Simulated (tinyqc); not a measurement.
# Fully depleted semiconductor-on-insulator film with two gates, non-linear Poisson equation by Newton steps: what changes with what

One dimension across the film, front interface at x = 0, back interface at x = ts. psi is counted from the intrinsic level, n = ni exp(psi/Vt) (source grounded), holes neglected, acceptors ionised. Gates act through Cox = eps0 eox/tox and Cbox = 3.9 eps0/tb with potentials G1 = Vg - (phiM - chi - Vt ln(Nc/ni)) and G2 = Vb - (phiB - chi - Vt ln(Nc/ni)). Classical Boltzmann densities, no interface charge, no depletion in the back plane.

Inputs (values chosen for the exercise); band and dielectric values close to those of silicon:
- T = 300 K (temperature)
- Eg = 1.11 eV (band gap)
- eps_r = 11.9 (relative permittivity)
- Nc = 2.86e19 cm^-3 (conduction-band density of states at T)
- Nv = 2.68e19 cm^-3 (valence-band density of states at T)
- chi = 4.07 eV (electron affinity)
- eox = 3.9 (relative permittivity of the gate insulator (close to silicon dioxide))
- tox = 3.4 nm (insulator thickness)
- ts = 9.6 nm (film thickness)
- tb = 13 nm (buried-oxide thickness (eps_r 3.9))
- Na = 2.8e17 cm^-3 (acceptor density of the film)
- phiM = 4.63 eV (work function of the front gate)
- phiB = 5.12 eV (work function of the back plane)
- Vb = 1.6 V (back-gate voltage)

Constants: q = 1.602176634e-19 C, kB = 1.380649e-23 J/K, Vt = kB T/q, eps0 = 8.8541878128e-14 F/cm where lengths are in cm. Results are converted to the units shown.

Each table varies one quantity; the others keep the values above.

## Charge against front-gate voltage

ni = sqrt(Nc Nv) exp(-Eg/(2 Vt)), Eg in volts. The Poisson equation eps0 eps_r d2psi/dx2 = q (n + Na), with -eps0 eps_r dpsi/dx = Cox (G1 - psi) at x = 0 and eps0 eps_r dpsi/dx = Cbox (G2 - psi) at x = ts, is solved on 300 equal intervals with half boxes at both ends; N_inv is the trapezoid sum of n. Swing = ln 10/(d ln N_inv/dVg); the last column is (dN_inv/dVb)/(dN_inv/dVg).

Charge against front-gate voltage:

| Vg (V) | psi front (V) | psi back (V) | N_inv (cm^-2) | centroid/ts | swing (mV/decade) | q dN_inv/dVg over Cox | back/front leverage |
|---|---|---|---|---|---|---|---|
| -0.18 | 0.00862 | 0.207 | 4.53e6 | 0.876 | 86.9 | 1.90e-5 | 0.460 |
| -0.03 | 0.132 | 0.306 | 2.43e8 | 0.859 | 86.7 | 0.00102 | 0.454 |
| 0.12 | 0.255 | 0.404 | 1.22e10 | 0.837 | 93.5 | 0.0474 | 0.446 |
| 0.27 | 0.359 | 0.470 | 1.95e11 | 0.794 | 197 | 0.360 | 0.426 |
| 0.42 | 0.431 | 0.493 | 6.49e11 | 0.700 | 410 | 0.575 | 0.377 |
| 0.57 | 0.481 | 0.501 | 1.27e12 | 0.574 | 638 | 0.723 | 0.326 |
| 0.72 | 0.514 | 0.504 | 2.01e12 | 0.463 | 892 | 0.817 | 0.296 |
| 0.87 | 0.537 | 0.506 | 2.81e12 | 0.381 | 1.17e3 | 0.870 | 0.281 |
| 1.02 | 0.553 | 0.507 | 3.66e12 | 0.323 | 1.47e3 | 0.902 | 0.272 |

What does the comparison show?

N_inv passes 1e11 cm^-2 at Vg = 0.221 V. The swing starts at 86.9 mV a decade, against (1 + k) Vt ln 10 = 72.1 for a front channel with k = Cs Cbox/(Cox (Cs + Cbox)) = 0.211, Cs = eps0 eps_r/ts; above threshold this column is no longer a subthreshold swing. The centroid falls from 0.876 to 0.323 of ts and the leverage of the back gate falls from 0.460 to 0.272. For Vg = 0.87, 1.02 the density at an interface exceeds 0.3 Nc, where Boltzmann statistics fail. For Vg = -0.18, -0.03, 0.12, 0.27, 0.42 the classical centroid lies within 3 nm of an interface, where confinement, left out, would push it away.

## Threshold and coupling against the acceptor density of the film

VT is the Vg for N_inv = 1e11 cm^-2; -dVT/dVb from the linearised equation. Limits with Cs = eps0 eps_r/ts: front channel Cs Cbox/(Cox (Cs + Cbox)), back channel Cbox (Cox + Cs)/(Cox Cs). Swing at N_inv = 1e8 cm^-2.

The same in every row: front-channel limit = 0.211; back-channel limit = 0.504.

Results:

| Na (cm^-3) | VT (V) | centroid/ts at VT | -dVT/dVb | swing (mV/decade) |
|---|---|---|---|---|
| 1e15 | 0.161 | 0.827 | 0.441 | 86.8 |
| 3e15 | 0.162 | 0.827 | 0.441 | 86.8 |
| 9e15 | 0.163 | 0.827 | 0.441 | 86.8 |
| 3e16 | 0.168 | 0.826 | 0.440 | 86.8 |
| 8e16 | 0.178 | 0.823 | 0.440 | 86.8 |
| 7e17 | 0.311 | 0.782 | 0.425 | 86.4 |
| 2e18 | 0.574 | 0.559 | 0.353 | 84.2 |

Estimate the missing row, Na = 2e17 cm^-3.

Computed row:

| Na (cm^-3) | VT (V) | centroid/ts at VT | -dVT/dVb | swing (mV/decade) |
|---|---|---|---|---|
| 2e17 | 0.204 | 0.817 | 0.437 | 86.7 |

With this row back in the table: As Na goes from 1e15 to 2e18, VT rises from 0.161 to 0.574 V, the centroid falls from 0.827 to 0.559 of ts and -dVT/dVb falls from 0.441 to 0.353. The coupling covers 78.6 % of the way from the front-channel to the back-channel limit in the first row and 48.7 % in the last.

Computed by the program tinyqc: `OMP_NUM_THREADS=1 python tinyqc.py 2190037 2190038 out.jsonl`, one thread of a shared Intel Xeon 2.30GHz, about 0.3 s for the whole run.
